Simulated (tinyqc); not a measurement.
Inside a calculation: four-band model of biased bilayer graphene near K. Values are carried at full precision from step to step, so a last printed digit may differ when a step is redone from the rounded ones.

Constants: hbar^2/2m0 = 3.80998211 eV angstrom^2.

Parameters, chosen for this exercise (near those used for Bernal bilayer graphene; the results hold for these values, not for the real material):
- a = 2.46 angstrom (lattice constant)
- g0 = 2.71 eV (hopping in a layer)
- g1 = 0.332 eV (hopping of the dimer sites)
- g3 = 0 eV (skew hopping A1-B2)
- g4 = 0 eV (skew hopping A1-A2)
- U = 0.12 eV (potential difference of the layers)
- k = (0.038, 0.016) 1/angstrom (wave vector from K)

## Velocities and mass

v_j = (sqrt3/2) a g_j; low-energy mass m/m0 = c g1/v0^2 with c = hbar^2/2m0; crossover wave vector g1/(2 v0).

v0, v3, v4 (eV angstrom): [5.7734, 0.0000, 0.0000]

mass = 0.03795 m0
crossover = 0.02875 1/angstrom

## H at one k

Basis A1, B1, A2, B2, with B1 below A2; p = kx + i ky, v_j = (sqrt3/2) a g_j. Diagonal -U/2, -U/2, U/2, U/2; <A1|B1> = <A2|B2> = v0 p*, <B1|A2> = g1, <A1|B2> = v3 p, <A1|A2> = <B1|B2> = -v4 p*.

Fill in the matrix.

H (eV), rows A1, B1, A2, B2 and columns alike:
```
[[-0.0600, 0.2194-0.0924i, 0, 0],
 [0.2194+0.0924i, -0.0600, 0.3320, 0],
 [0, 0.3320, 0.0600, 0.2194-0.0924i],
 [0, 0, 0.2194+0.0924i, 0.0600]]
```

## Levels and layer polarisation

Diagonalise; the weight on layer 1 is that of A1 and B1.

levels (eV): [-0.4646, -0.1220, 0.1220, 0.4646]

weights, rows A1, B1, A2, B2; columns band 1, band 2, band 3, band 4:
```
[[0.164, 0.439, 0.335, 0.062],
 [0.473, 0.030, 0.196, 0.301],
 [0.301, 0.196, 0.030, 0.473],
 [0.062, 0.335, 0.439, 0.164]]
```

weight on layer 1: [0.637, 0.469, 0.531, 0.363]

Band 2 has 47 % of its weight on layer 1, the layer of lower potential, and band 3 has 53 %; the dimer sites hold 23 % of band 3. The filled band leans to the upper layer here: at larger k the middle bands approach two displaced cones, each still mixed over both layers by g1, and the top filled one leans to the upper layer.

## The Mexican hat (g3 = g4 = 0)

At K the levels are -/+ U/2 and -/+ sqrt(g1^2 + U^2/4). The smallest gap, U g1/sqrt(U^2 + g1^2), lies on a ring of radius kg = (U/2 v0) sqrt((2 g1^2 + U^2)/(g1^2 + U^2)), v0 = (sqrt3/2) a g0; the height of the hat is U/2 less half that gap.

gap = 0.1129 eV
kg = 0.01427 1/angstrom
height of the hat = 3.57 meV

## Checks

- Gap on the ring from the formula against the matrix: both 0.112854.

(tinyqc, `OMP_NUM_THREADS=1 python tinyqc.py 1480421 1480422 out.jsonl`, Intel(R) Xeon(R) Processor @ 2.30GHz, 1 thread, shared host, about 0.04 s.)
